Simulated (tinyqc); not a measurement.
Drifting, spreading and decaying minority pulse (Haynes-Shockley), explicit time steps: two steps of the calculation.

Low injection in a uniform field: dn/dt = D d2n/dx2 - v dn/dx - n/tau with D = mu Vt and v = mu F towards +x. Exact solution on an infinite bar for a Gaussian start at x0: n = N0 exp(-t/tau) exp(-(x - x0 - v t)^2/(2 s^2))/sqrt(2 pi s^2), s^2 = s0^2 + 2 D t.

Values chosen for this exercise; mobility close to that of germanium at room temperature: temperature T = 350 K; minority-carrier mobility mu = 1880 cm^2/(V s); sweep field along the drift F = 7.5 V/cm; mesh step hx = 25 um; lifetime tau = 6.4e-6 s; time step dt = 2.7e-8 s.

Constants: q = 1.602176634e-19 C, kB = 1.380649e-23 J/K, Vt = kB T/q. Results are converted to the units shown.

Question 1. Coefficients of the scheme. Exponentially fitted fluxes: d = F hx/Vt, B(d) = d/(exp(d) - 1), k = D dt/hx^2; (L n)_i = a n_(i-1) + b n_i + c n_(i+1) with a = k B(-d), c = k B(d), b = -a - c - dt/tau. Explicit steps keep n positive for dt up to 1/[(D/hx^2)(B(d) + B(-d)) + 1/tau].

Find: D; v; d; a; b; c; positivity limit of dt.

Answer 1.

D = 56.70 cm^2/s
v = 1.410e4 cm/s
d = 0.6217
a = 0.3289
b = -0.5098
c = 0.1767
positivity limit of dt = 5.296e-8 s

Question 2. Densities after a time step. (L n)_i = a n_(i-1) + b n_i + c n_(i+1), n = 0 beyond the ends. Explicit step: n(new) = n + L n.

a = 0.32893152
b = -0.50980178
c = 0.17665152

| node | n at t = 2 dt (1e13 cm^-3) |
|---|---|
| 1 | 0.7120982 |
| 2 | 2.7815811 |
| 3 | 6.4881001 |
| 4 | 9.5374605 |
| 5 | 8.8783971 |
| 6 | 5.1114336 |
| 7 | 1.7202024 |
| 8 | 0.3076562 |
| 9 | 0.0260871 |
| 10 | 0.0009595 |
| 11 | 0.0000146 |

Wanted: n at t = 3 dt.

Answer 2.

| node | n at t = 3 dt (1e13 cm^-3) |
|---|---|
| 1 | 0.840 |
| 2 | 2.744 |
| 3 | 5.780 |
| 4 | 8.378 |
| 5 | 8.392 |
| 6 | 5.730 |
| 7 | 2.579 |
| 8 | 0.721 |
| 9 | 0.114 |
| 10 | 0.009 |
| 11 | 0.000 |

Numbers from tinyqc (`OMP_NUM_THREADS=1 python tinyqc.py 2310103 2310104 out.jsonl`; about 0.01 s on one thread of a shared Intel Xeon 2.30GHz).
